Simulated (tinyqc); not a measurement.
Critical temperature from a phonon spectrum: McMillan, Allen-Dynes and the linearised Eliashberg equation. From T_c, Eliashberg back to Coulomb pseudopotential mu*. Computed by tinyqc, a small Python program. Command: `OMP_NUM_THREADS=1 python tinyqc.py 3031775 3031776 out.jsonl eliashberg inv`. One thread of a shared host (Intel(R) Xeon(R) Processor @ 2.30GHz), about 0.03 s of CPU time with the checks.

alpha^2 F(omega) = sum_i (lambda_i omega_i/2) delta(omega - omega_i), so that lambda = 2 int alpha^2 F/omega d omega = sum_i lambda_i.

Inputs (values chosen for the exercise, for a model metal): peak energy omega_1 = 36 meV; coupling lambda_1 = 1.41; peak energy omega_2 = 67.2 meV; coupling lambda_2 = 1.23.

Peaks in alpha^2 F: two.

Constants: k_B = 8.617333262e-05 eV/K.

Method:
- omega_log = exp(sum lambda_i ln omega_i / lambda); omega_rms = sqrt(sum lambda_i omega_i^2 / lambda).
- McMillan form: k_B T_c = (omega_log/1.2) exp[-1.04 (1 + lambda)/(lambda - mu* (1 + 0.62 lambda))]. Allen-Dynes multiplies it by f1 f2: f1 = [1 + (lambda/L1)^(3/2)]^(1/3), L1 = 2.46 (1 + 3.8 mu*); f2 = 1 + (omega_rms/omega_log - 1) lambda^2/(lambda^2 + L2^2), L2 = 1.82 (1 + 6.3 mu*) omega_rms/omega_log.
- Linearised Eliashberg equation at omega_n = (2n + 1) pi k_B T, n = 0..N-1: lambda(j) = sum_i lambda_i omega_i^2/(omega_i^2 + (2 pi j k_B T)^2); K_mn = lambda(m - n) + lambda(m + n + 1) - 2 mu*(N) - delta_mn [2m + 1 + lambda(0) + 2 sum_(j=1..m) lambda(j)], with 1/mu*(N) = 1/mu* + ln(omega_rms/omega_N), omega_N = (2N + 1) pi k_B T. T_c is where the largest eigenvalue rho of K is zero.
- N is the smallest integer at or above 8 omega_max/(2 pi k_B T_AD), omega_max the highest peak and T_AD the Allen-Dynes value.

Task: A run gave the result below. Find the Coulomb pseudopotential mu*, known to lie between 0.062 and 0.12.

T_c, Eliashberg = 121.0429 K

Result:

Each step takes the trial c = (a f_b - b f_a)/(f_b - f_a), f being the result less the target and a, b, c the logarithms of the listed values; c replaces end b, the old b replaces a if the sign of f changed, and otherwise f_a is halved.

Scan of the range:
```
Coulomb pseudopotential mu*  T_c, Eliashberg (K)
0.0620                                   130.299
0.0692                                   127.961
0.0773                                   125.257
0.0863                                   122.363
0.0963                                   119.175
0.1070                                   115.799
0.1200                                   111.746
```

False position (Illinois rule, in the logarithm of the input) inside the bracket:
```
step      end a      end b      trial  T_c, Eliashberg (K)
1     0.0863000  0.0963000  0.0903090              121.082
2     0.0963000  0.0903090  0.0904266              121.044
3     0.0963000  0.0904266  0.0904333              121.042
4     0.0904266  0.0904333  0.0904301              121.043
```

T_c, Eliashberg falls at every point of a 13-point scan of the range (every second point is shown), so one value fits; it is bracketed by 0.0863 and 0.0963. Answer: Coulomb pseudopotential mu* = 0.09043.

Caution: for lambda above about 1.5 the plain McMillan form saturates and falls short. Caution: a phonon-mediated T_c this high is known only in hydrides under high pressure.
